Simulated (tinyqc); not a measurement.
Sweeping the field: donor near an oxide interface in a gate field (two-state model).

Interface at z = 0 (hard wall), donor at z = d, field F pulling electrons to the interface: potential e F z; 1 kV/cm = 1e-5 eV/angstrom, c = hbar^2/2m0, q = e^2/(4 pi eps0), Q = (eps - eo)/(eps + eo). Donor state: E_D = e F d - ED - q Q/(4 eps d), the last term joining the images of ion and electron. Interface state: z exp(-b z/2) exp(-rho^2/(2 L^2)) with E_z = c b^2/(4 mz) + 3 e F/b + q Q b/(8 eps), minimised over b; in the plane at z = 3/b the ion (distance D = d - 3/b) and its image (D' = d + 3/b) give E_rho = c/(mt L^2) - (q/eps)(sqrt(pi)/L)[erfcx(D/L) + Q erfcx(D'/L)], erfcx(x) = exp(x^2) erfc(x), minimised over L. E_I = E_z + E_rho.

The two states couple by t = t0 exp(-D/aD) with t0 = q/(eps aD) (2 aD/L) sqrt(aD b/2) v, v a valley factor; this form is an estimate. With detuning u = E_D - E_I the splitting is sqrt(u^2 + 4 t^2) and the lower state has weight (1 - u/sqrt(u^2 + 4 t^2))/2 on the donor.

Constants: hbar^2/2m0 = 3.80998211 eV angstrom^2; e^2/(4 pi eps0) = 14.39964547 eV angstrom.

Values chosen for the exercise (near those of a donor in Si below HfO2, static dielectric constants; the results hold for these values, not for the real material): d = 110 angstrom (depth of the donor); ED = 53.6 meV (bulk binding energy); mz = 0.898 m0 (mass across the interface); mt = 0.187 m0 (mass in the plane); eps = 11.3 (dielectric constant of the semiconductor); eo = 22 (dielectric constant of the oxide); aD = 18.3 angstrom (donor radius); v = 0.43 (valley factor); Fl = (62.15, 63.667, 64.274, 64.577, 64.881, 65.488, 67.005) kV/cm (fields).

Both levels, the splitting, the donor weight and the mean depth w d + (1 - w) 3/b.

Results:
```
F (kV/cm),E_D (meV),E_I (meV),splitting (meV),donor weight,mean depth (angstrom)
62.150,15.696,17.643,1.96,0.996,109.7
63.667,17.364,18.096,0.773,0.973,107.8
64.274,18.032,18.276,0.348,0.850,97.8
64.577,18.365,18.366,0.248,0.500,69.2
64.881,18.700,18.455,0.348,0.149,40.5
65.488,19.367,18.634,0.774,0.026,30.4
67.005,21.036,19.079,1.97,0.004,28.4
```

What can be read from this table?

E_D rises by 1.10 and E_I by 0.30 meV per kV/cm, so they cross once, near 64.6 kV/cm, where the splitting is 2t = 0.248 meV. The donor weight passes from 0.85 to 0.15 while the detuning goes from -2t to 2t, a window of 0.62 kV/cm or 0.95 % of the field; across the table the charge moves by 81 angstrom.

(tinyqc, `OMP_NUM_THREADS=1 python tinyqc.py 1280210 1280211 out.jsonl`, Intel(R) Xeon(R) Processor @ 2.30GHz, 1 thread, shared host, about 0.1 s.)
